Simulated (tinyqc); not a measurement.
Thin film between two gates, subbands and threshold shift from confinement: one step of the calculation.

Undoped body with a flat potential across it, hard walls, transport along x. One isotropic valley (g = 1, mx = my = mz = me). Non-parabolicity enters the subband edges through E (1 + al E) = gamma, so E = 2 gamma/(1 + sqrt(1 + 4 al gamma)); motion within a subband is taken as parabolic with the band-edge mass. Energies are counted from the bulk band edge.

Question. Lowest subbands. gamma = C (pi k/(t + dl))^2/mz, C = hbar^2/(2 m0). List the 3 lowest, labelled by quantum numbers, with degeneracy g and N_k: N_k = g sqrt(mx my) m0 kB T/(pi hbar^2).

Values chosen for this exercise; masses close to those of InAs: temperature T = 300 K; mass at the band edge me = 0.023 m0; non-parabolicity al = 2.9 1/eV; film thickness (along z) t = 4.9 nm; widening of the box by penetration into the insulator dl = 0.2 nm.

Constants: q = 1.602176634e-19 C, kB = 1.380649e-23 J/K, hbar = 1.054571817e-34 J s, m0 = 9.1093837015e-31 kg, Vt = kB T/q, hbar^2/(2 m0) = 0.0380998212 eV nm^2. Results are converted to the units shown.

Find: E_k; g; N_k.

Answer.

```
subband  E_k (eV)  g  N_k (cm^-2)
1         0.32405  1    2.4838e11
2         0.77454  1    2.4838e11
3          1.2349  1    2.4838e11
```

Range of the model: Non-parabolicity also makes carriers heavier within each subband, which is left out, so densities of states are understated at high energy. Levels near or above 1 eV lie beyond real barriers and upper valleys; they are listed for the hard-wall model only.

Computed by the program tinyqc: `OMP_NUM_THREADS=1 python tinyqc.py 2350077 2350078 out.jsonl`, one thread of a shared Intel Xeon 2.30GHz, about 0.03 s for the whole run.
